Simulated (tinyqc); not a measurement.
Worked calculation: one anharmonic mode: perturbation theory, self-consistent phonons and exact levels. Computed by tinyqc, a small Python program that keeps every step. Command: `OMP_NUM_THREADS=1 python tinyqc.py 3027716 3027717 out.jsonl scp walk`. One thread of a shared host (Intel(R) Xeon(R) Processor @ 2.30GHz), about 0.04 s of CPU time with the checks. Intermediate numbers are printed to about 6 digits and carried at full precision; extremes and crossings named in words are read from the listed rows.

V(x) = k x^2/2 + b x^4 for one coordinate x of mass M. A constant K > 0 gives hbar Omega = sqrt((hbar^2/u) K/M) with K in eV/angstrom^2 and M in u.

Inputs (values chosen for the exercise, for a model mode):
```
quantity                          value           unit
mode mass M                          48              u
harmonic constant k                6.13  eV/angstrom^2
quartic constant b                 11.3  eV/angstrom^4
temperature T                       330              K
mixing                              0.7              -
basis size N of the small matrix      7              -
```

Shape: single well.

Constants: hbar^2/u = 4.18015928e-03 eV angstrom^2; k_B = 8.617333262e-05 eV/K.

## Harmonic values and first-order shift

<x^2> = (hbar Omega/(2K)) coth(hbar Omega/(2 k_B T)) at K = k; first order in b shifts the quantum by 6 b <x^2> hbar Omega/k.

harmonic quantum = 23.1050 meV

harmonic <x^2> = 0.00489146 angstrom^2

first-order shift = 1.25001 meV

## Self-consistent cycle

Self-consistent phonon, centred at x = 0: K = k + 12 b <x^2>, <x^2> = (hbar Omega/(2K)) coth(hbar Omega/(2 k_B T)). Start at K = |k|; K(new) = K + mixing x (K_out - K), but at least K/20; stop when |K_out - K| < 1e-9 |k| or after 90 steps.

Iterations:
```
step  K (eV/angstrom^2)  hbar Omega (meV)    K_out    K_out - K
0               6.13000           23.1050  6.79328  6.63282e-01
1               6.59430           23.9640  6.74896  1.54666e-01
2               6.70256           24.1600  6.73951  3.69476e-02
3               6.72843           24.2065  6.73730  8.87129e-03
4               6.73464           24.2177  6.73677  2.13256e-03
5               6.73613           24.2204  6.73664  5.12791e-04
6               6.73649           24.2210  6.73661  1.23313e-04
7               6.73657           24.2212  6.73660  2.96540e-05
8               6.73660           24.2212  6.73660  7.13117e-06
9               6.73660           24.2212  6.73660  1.71490e-06
10              6.73660           24.2212  6.73660  4.12397e-07
11              6.73660           24.2212  6.73660  9.91728e-08
12              6.73660           24.2212  6.73660  2.38490e-08
13              6.73660           24.2212  6.73660  5.73518e-09
```

converged (1 yes, 0 no) = 1

self-consistent K = 6.73660 eV/angstrom^2

Converged at step 13.

## Self-consistent results

Its free energy is F = k_B T ln[2 sinh(hbar Omega/(2 k_B T))] + (k - K)<x^2>/2 + 3 b <x^2>^2, an upper bound to the exact one.

self-consistent quantum = 24.2212 meV

self-consistent <x^2> = 0.00447347 angstrom^2

self-consistent free energy = -4.38722 meV

## Hamiltonian in a small basis

Basis: oscillator states n of the constant |k|, with x = s (a + a+), s^2 = hbar Omega/(2|k|); H = hbar Omega (n + 1/2) + (k - |k|) x^2/2 + b x^4, with exact matrix elements of x^2 and x^4.

H (meV), lower triangle (symmetric):
```
        1       2       3       4        5        6        7
1  11.673
2   0.000  35.260
3   0.341   0.000  59.328
4   0.000   0.983   0.000  83.878
5   0.197   0.000   1.946   0.000  108.909
6   0.000   0.440   0.000   3.231    0.000  134.422
7   0.000   0.000   0.761   0.000    4.836    0.000  160.417
```

## Levels in the small basis

Diagonalise H.

levels (meV): 11.670  35.238  59.251  83.691  108.530  134.630  160.875

## Exact levels and averages

Exact values use 120 basis states: F = -k_B T ln sum exp(-E_n/(k_B T)), and <x^2> is the Boltzmann mean.

lowest exact levels (meV): 11.670  35.238  59.250  83.685  108.523  133.748

E_1 - E_0 = 23.5681 meV

exact free energy = -4.40224 meV

exact <x^2> = 0.00448898 angstrom^2

The self-consistent free energy lies 0.015 meV above the exact one, and its <x^2> is -0.3 % off. The small basis misses E_0 by 2.5e-08 meV.

## Three descriptions against temperature

The classical <x^2> is int x^2 exp(-V/(k_B T)) dx / int exp(-V/(k_B T)) dx (2001 points over six exact widths each way).

Results; columns: (1) T (K); (2) hbar Omega, self-consistent (meV); (3) <x^2>, self-consistent; (4) <x^2>, exact; (5) F, self-consistent (meV); (6) F, exact (meV); (7) <x^2>, classical:
```
(1)       (2)         (3)         (4)       (5)       (6)          (7)
13    23.5723  0.00184722  0.00184750   11.6705   11.6701  1.82018e-04
32    23.5725  0.00184792  0.00184820   11.6700   11.6696  4.45482e-04
67    23.5878  0.00190915  0.00190955   11.5724   11.5720  9.23244e-04
120   23.6740  0.00225406  0.00225527   10.5600   10.5589   0.00162943
210   23.8963  0.00314966  0.00315466   5.99093   5.98636   0.00278613
380   24.3558  0.00502694  0.00504872  -9.79832  -9.81994   0.00484873
640   25.0199  0.00780360  0.00787447  -45.1837  -45.2624   0.00776060
1100  26.0467   0.0122442   0.0124551  -127.233  -127.505    0.0123930
```

The self-consistent quantum hardens from 23.57 to 26.05 meV, since a wider spread samples the steep quartic walls. Its <x^2> misses by 0.0 % at the lowest T and -1.7 % at the highest; the excess in F runs from 0.000 to 0.272 meV. The classical value is 0.10 of the exact one at the lowest T and 0.995 at the highest.

Checks made by the program: dF/dK = 0 at the solution (relative difference below 1e-10).
